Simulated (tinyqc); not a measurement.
From results back to parameters: eight-band Kane k.p model. Five cases, with inputs chosen for the exercise.

Problem. In the Kane model 1/m = A_r + Ep (Eg + 2 Dso/3)/(Eg (Eg + Dso)) and the Roth formula gives g* = 2 - 2 Ep Dso/(3 Eg (Eg + Dso)). The mass and the g factor below were computed from hidden Ep and Dso.

Case 1.

Values chosen (out of a larger set: near those of AlAs; not measured data): Eg = 3.09 eV (gap at Gamma to the s-like level); A_r = 0 (remote-band term in 1/m).

m = 0.1498785 m0
g* = 1.62246

Case 2.

Values chosen (out of a larger set: near those of GaP; not measured data): Eg = 2.889 eV (gap at Gamma to the s-like level); A_r = 0.8 (remote-band term in 1/m).

m = 0.0824825 m0
g* = 1.80231

Case 3.

Values chosen (out of a larger set: near those of Ge; not measured data): Eg = 0.899 eV (gap at Gamma to the s-like level); A_r = 1 (remote-band term in 1/m).

m = 0.0355958 m0
g* = -2.76800

Case 4.

Values chosen (out of a larger set: near those of Ge; not measured data): Eg = 0.924 eV (gap at Gamma to the s-like level); A_r = 1 (remote-band term in 1/m).

m = 0.0359706 m0
g* = -2.62409

Case 5.

Values chosen (out of a larger set: near those of InSb; not measured data): Eg = 0.232 eV (gap at Gamma to the s-like level); A_r = 0 (remote-band term in 1/m).

m = 0.0132190 m0
g* = -51.01271

Find: X; Y; Ep; Dso.

Solution. Let X = 1/m - A_r and Y = (2 - g*)/2. Then X + Y = Ep/Eg and X - 2 Y = Ep/(Eg + Dso).

Case 1.

X = 6.672
Y = 0.189
Ep = 21.20 eV
Dso = 0.278 eV

Case 2.

X = 11.324
Y = 0.099
Ep = 33.00 eV
Dso = 0.077 eV

Case 3.

X = 27.093
Y = 2.384
Ep = 26.50 eV
Dso = 0.288 eV

Case 4.

X = 26.801
Y = 2.312
Ep = 26.90 eV
Dso = 0.289 eV

Case 5.

X = 75.649
Y = 26.506
Ep = 23.70 eV
Dso = 0.815 eV

Computed by tinyqc, one run a case: `OMP_NUM_THREADS=1 python tinyqc.py N N+1 out.jsonl` with N = 1081082, 1081105, 1081111, 1081112, 1081141; one thread of a shared Intel(R) Xeon(R) Processor @ 2.30GHz, about 0.07 s a run at most.
